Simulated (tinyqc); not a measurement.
Electron continuity equation in a given potential, Scharfetter-Gummel discretisation: one step of the calculation.

Steady state in one dimension: J = q mu n E + q D dn/dx with E = -dpsi/dx and D = mu Vt, dJ/dx = 0, fixed densities nL and nR at the ends. The potential is given, psi = U x/L, and is not changed by the electrons.

Problem. Tridiagonal system for the inner nodes. Row i (1 to 10): B(-d_(i-1)) n_(i-1) + b_i n_i + B(d_i) n_(i+1) = f_i with b_i = -B(-d_i) - B(d_(i-1)) and f_i = 0; the known end values are moved to the right: f_1 loses B(-d_0) nL and f_10 loses B(d_10) nR. h = L/11, D = mu Vt.

Values chosen for this exercise; mobility that of a made-up semiconductor:
- T = 350 K (temperature)
- mu = 1690 cm^2/(V s) (electron mobility)
- L = 0.13 um (length of the region)
- nL = 5.1e14 cm^-3 (density at x = 0)
- nR = 1.4e14 cm^-3 (density at x = L)

Constants: q = 1.602176634e-19 C, kB = 1.380649e-23 J/K, Vt = kB T/q. Results are converted to the units shown.

| interval | B(d_i) | B(-d_i) |
|---|---|---|
| 0 | 0.45357551 | 1.8702310 |
| 1 | 0.45357551 | 1.8702310 |
| 2 | 0.45357551 | 1.8702310 |
| 3 | 0.45357551 | 1.8702310 |
| 4 | 0.45357551 | 1.8702310 |
| 5 | 0.45357551 | 1.8702310 |
| 6 | 0.45357551 | 1.8702310 |
| 7 | 0.45357551 | 1.8702310 |
| 8 | 0.45357551 | 1.8702310 |
| 9 | 0.45357551 | 1.8702310 |
| 10 | 0.45357551 | 1.8702310 |

Give: diagonal b; right side f.

Solution.

| node | diagonal b | right side f (cm^-3) |
|---|---|---|
| 1 | -2.324 | -9.538e14 |
| 2 | -2.324 | 0 |
| 3 | -2.324 | 0 |
| 4 | -2.324 | 0 |
| 5 | -2.324 | 0 |
| 6 | -2.324 | 0 |
| 7 | -2.324 | 0 |
| 8 | -2.324 | 0 |
| 9 | -2.324 | 0 |
| 10 | -2.324 | -6.350e13 |

Range of the model: The drift velocity mu E exceeds 1e7 cm/s somewhere, where real mobilities no longer stay constant.

tinyqc, about 0.01 s, one thread, Intel Xeon 2.30GHz (shared host): `OMP_NUM_THREADS=1 python tinyqc.py 2220133 2220134 out.jsonl`
